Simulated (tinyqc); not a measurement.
# Worked calculation: band bending at a free surface with one surface level, surface photovoltage and Kelvin probe

Computed by the program tinyqc: `OMP_NUM_THREADS=1 python tinyqc.py 2430107 2430108 out.jsonl`, one thread of a shared Intel Xeon 2.30GHz, about 0.01 s for the whole run. Printed values are rounded.

n-type bulk, xi = Ec - EF = Vt ln(Nc/Nd), p0 = ni^2/Nd, ni = sqrt(Nc Nv) exp(-Eg/(2 Vt)), Eg in volts. b is the upward band bending, u = b/Vt. Space charge per area, in units of q: Qc = sign(b) sqrt((2 eps0 eps_r Vt/q) [(Nd + dn)(exp(-u) - 1) + Nd u + (p0 + dn)(exp(u) - 1)]), with dn the excess density under light (flat quasi-Fermi levels; 0 in the dark). The level holds -Ns f, f = 1/(1 + exp((xi + b - Es)/Vt)). Neutrality: Qc + Qf + (charge of the states) = 0.

Parameters, values chosen for the exercise; band and dielectric values close to those of gallium arsenide: temperature T = 300 K; band gap Eg = 1.4 eV; relative permittivity eps_r = 12.8; conduction-band density of states at T Nc = 4.31e17 cm^-3; valence-band density of states at T Nv = 8.97e18 cm^-3; electron affinity chi = 4.01 eV; donor density Nd = 4.3e16 cm^-3; fixed positive charge at the surface Qf = 1.2e11 cm^-2; work function of the probe tip pt = 5.09 eV; density of an acceptor-like surface level Ns = 4.2e12 cm^-2; its depth below the conduction edge Es = 0.77 eV; excess carrier density under light dn = 5.2e10 cm^-3.

Constants: q = 1.602176634e-19 C, kB = 1.380649e-23 J/K, Vt = kB T/q, eps0 = 8.8541878128e-14 F/cm where lengths are in cm. Results are converted to the units shown.

## Bulk quantities

xi, ni, p0, the Debye length sqrt(eps0 eps_r Vt/(q Nd)) and the flat-band work function chi + xi.

xi = 0.05958648 eV
ni = 3.420995e6 cm^-3
p0 = 2.721676e-4 cm^-3
Debye length = 20.62230 nm
chi + xi = 4.069586 eV

## Charges against band bending

| point | b (V) |
|---|---|
| 0 | 0.225 |
| 1 | 0.374 |
| 2 | 0.524 |
| 3 | 0.674 |
| 4 | 0.823 |
| 5 | 0.973 |
| 6 | 1.123 |

Evaluate Qc, the surface charge Qf - Ns f and their sum in the dark; the root lies where the sum changes sign.

| point | Qc (cm^-2) | surface charge (cm^-2) | sum (cm^-2) |
|---|---|---|---|
| 0 | 3.480696e11 | -4.080000e12 | -3.731930e12 |
| 1 | 4.602092e11 | -4.079991e12 | -3.619781e12 |
| 2 | 5.504940e11 | -4.076900e12 | -3.526406e12 |
| 3 | 6.279289e11 | -3.254848e12 | -2.626919e12 |
| 4 | 6.963745e11 | 6.674775e10 | 7.631223e11 |
| 5 | 7.590723e11 | 1.198371e11 | 8.789094e11 |
| 6 | 8.174167e11 | 1.199995e11 | 9.374162e11 |

The sum rises steadily with b, so there is one root; bisection gives b = 0.74850 V.

## Work function and Kelvin-probe reading

converged b = 0.7485020 V

Work function chi + xi + b; contact potential difference CPD = (work function of the sample) - pt. Depth of EF below Ec at the surface: xi + b. Depletion width Qc/Nd.

xi + b = 0.8080885 eV
Qc = 6.630364e11 cm^-2
Qc/Nd = 154.1945 nm
work function = 4.818088 eV
CPD = -271.9115 mV

The level is 18.6 % filled: the Fermi level is pinned at it.

## Surface photovoltage

Under chopped light the surface charge keeps its dark value, so b falls to bL with Qc(bL, dn) = Qc(b, 0); the photovoltage is b - bL. Qc rises with b, so bL follows by bisection.

bL = 0.4181134 V
photovoltage = 330.3886 mV
share of b removed = 44.13997 %
excess holes at the surface, dn exp(bL/Vt) = 5.495402e17 cm^-3
